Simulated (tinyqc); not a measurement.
# Silicon n-p-n transistor, Gummel numbers and transit times: effects of single changes

One-dimensional n-p-n transistor in the forward active mode at low injection. In the base p(x) = NB exp(-eta x/wb) and ni(x)^2 = ni^2 exp((g0 + g1 x/wb)/Vt); electrons leave the base at vsat; band spikes at the emitter junction and recombination inside the emitter are ignored.

Parameters, values chosen for the exercise; band and dielectric values close to those of silicon: temperature T = 300 K; band gap Eg = 1.14 eV; relative permittivity eps_r = 11.8; conduction-band density of states at T Nc = 2.85e19 cm^-3; valence-band density of states at T Nv = 2.66e19 cm^-3; saturation velocity vsat = 1e7 cm/s; neutral base width wb = 290 nm; base doping at the emitter edge NB = 2.5e18 cm^-3; doping falls as exp(-eta x/wb) eta = 1.1; gap reduction at the emitter edge of the base g0 = 0 eV; further gap reduction across the base (linear) g1 = 0 eV; electron diffusion coefficient in the base Dn = 9.6 cm^2/s; emitter doping NE = 4e19 cm^-3; gap reduction in the emitter (negative: wider gap) gE = 0.092 eV; neutral emitter width we = 52 nm; hole diffusion coefficient in the emitter Dp = 1.2 cm^2/s; recombination velocity at the emitter contact Se = 1e6 cm/s; electron lifetime in the base tb = 1e-7 s; collector doping NC = 1.4e16 cm^-3; collector-base reverse bias VCB = 1.1 V; emitter junction capacitance Cj = 1.4 fF/um^2; emitter plus collector resistance Rc = 13 ohm um^2; hole mobility in the base mp = 88 cm^2/(V s).

Constants: q = 1.602176634e-19 C, kB = 1.380649e-23 J/K, Vt = kB T/q, eps0 = 8.8541878128e-14 F/cm where lengths are in cm. Results are converted to the units shown.

Each table varies one quantity; the others keep the values above.

## Cut-off frequency against collector current

f(x) = p(x) ni^2/ni(x)^2; I(x) = integral from x to wb of f/Dn, plus f(wb)/vsat; base Gummel number GB = I(0); electron density per unit flux n/(J/q) = I/f; base transit time tauB = integral of I/f over the base. ni = sqrt(Nc Nv) exp(-Eg/(2 Vt)), Eg in volts; JC = J0 exp(VBE/Vt), J0 = q ni^2/GB; collector layer one-sided, Wc = sqrt(2 eps0 eps_r (Vbc + VCB)/(q NC)), Vbc = Vt ln(NB exp(-eta) NC/ni^2), Cjc = eps0 eps_r/Wc, tauC = Wc/(2 vsat). Delay 1/(2 pi fT) = tauE + tauB + tauC + tauR with tauE = Vt (Cj + Cjc)/JC and tauR = Rc Cjc. Charge stored in the emitter is left out. The Kirk effect, also left out, sets in near JC = q NC vsat. n(0) = (JC/q) I(0)/f(0).

The same in every row: tauB (ps) = 33.10; tauC (ps) = 2.133; tauR (ps) = 0.003184.

Cut-off frequency against collector current:

| JC (mA/um^2) | VBE (V) | tauE (ps) | fT (GHz) | JC/(q NC vsat) | n(0)/NB |
|---|---|---|---|---|---|
| 0.00075 | 0.8102 | 56.70 | 1.731 | 0.003344 | 3.493e-4 |
| 0.0016 | 0.8298 | 26.58 | 2.575 | 0.007133 | 7.451e-4 |
| 0.0034 | 0.8493 | 12.51 | 3.334 | 0.01516 | 0.001583 |
| 0.0074 | 0.8694 | 5.747 | 3.884 | 0.03299 | 0.003446 |
| 0.016 | 0.8893 | 2.658 | 4.200 | 0.07133 | 0.007451 |
| 0.034 | 0.9088 | 1.251 | 4.362 | 0.1516 | 0.01583 |
| 0.073 | 0.9285 | 0.5825 | 4.444 | 0.3255 | 0.03400 |
| 0.16 | 0.9488 | 0.2658 | 4.483 | 0.7133 | 0.07451 |
| 0.34 | 0.9683 | 0.1251 | 4.501 | 1.516 | 0.1583 |

fT rises from 1.73 to 4.50 GHz as the charging time falls as 1/JC; its limit for vanishing tauE is 4.52 GHz, of which the largest delay is tauB (93.9 %). tauE equals the other delays together at JC = 0.00121 mA/um^2. For JC = 0.16, 0.34 JC nears or passes q NC vsat, where base push-out would lower fT.

## Effect of the base doping at the emitter edge

ni = sqrt(Nc Nv) exp(-Eg/(2 Vt)), Eg in volts; GE = NE exp(-gE/Vt)(we/Dp + 1/Se); JC = J0 exp(VBE/Vt), J0 = q ni^2/GB; gain limited by back injection GE/GB, by base recombination tb/tauB, together 1/beta = the sum of the inverses; collector layer one-sided, Wc = sqrt(2 eps0 eps_r (Vbc + VCB)/(q NC)), Vbc = Vt ln(p(wb) NC/ni^2), Cjc = eps0 eps_r/Wc; Early voltage VA = GB q p(wb)/(f(wb) Cjc [1/Dn - (eta + g1/Vt)/(wb vsat)]), f(wb) = p(wb) exp(-(g0 + g1)/Vt), p(wb) = NB exp(-eta); tauC = Wc/(2 vsat). Peak fT here means 1/(2 pi (tauB + tauC + Rc Cjc)); base sheet resistance 1/(q mp times the integral of p).

The same in every row: tb/tauB = 3021; tauB (ps) = 33.10.

Effect of the base doping at the emitter edge:

| NB (cm^-3) | GB (s/cm^4) | GE/GB | beta | VA (V) | tauC (ps) | peak fT (GHz) | base sheet resistance (kohm) |
|---|---|---|---|---|---|---|---|
| 3.1e17 | 5.783e11 | 10.51 | 10.47 | 37.16 | 2.103 | 4.521 | 13.01 |
| 5.3e17 | 9.886e11 | 6.145 | 6.132 | 63.77 | 2.111 | 4.520 | 7.609 |
| 9e17 | 1.679e12 | 3.618 | 3.614 | 108.7 | 2.119 | 4.519 | 4.481 |
| 1.5e18 | 2.798e12 | 2.171 | 2.170 | 181.7 | 2.126 | 4.518 | 2.688 |
| 2.6e18 | 4.850e12 | 1.253 | 1.252 | 316.2 | 2.134 | 4.517 | 1.551 |
| 4.4e18 | 8.208e12 | 0.7401 | 0.7400 | 536.9 | 2.141 | 4.516 | 0.9165 |
| 7.4e18 | 1.380e13 | 0.4401 | 0.4400 | 906.1 | 2.148 | 4.515 | 0.5450 |
| 1.2e19 | 2.238e13 | 0.2714 | 0.2714 | 1474 | 2.155 | 4.514 | 0.3361 |

What does the table show?

As NB goes from 3.1e17 to 1.2e19, beta falls from 10.5 to 0.271, VA rises from 37.2 to 1470 V, the peak fT stays near 4.52 GHz and the base sheet resistance falls from 13.0 to 0.336 kohm. The product beta VA changes by a factor of 1.03. Back injection limits the gain in every row. For NB = 9e17, 1.5e18, 2.6e18, 4.4e18, 7.4e18, 1.2e19 beta is under 5, where charge stored in the emitter, left out, would cut fT markedly. For NB = 3.1e17 the collector doping exceeds a tenth of the base doping at that edge, so the one-sided formulas are rough.

Range of the model: Heavy doping makes emitter or base degenerate; gE and g0 are to be read as apparent gap changes that include this.

Computed by the program tinyqc: `OMP_NUM_THREADS=1 python tinyqc.py 2320115 2320116 out.jsonl`, one thread of a shared Intel Xeon 2.30GHz, about 0.01 s for the whole run.
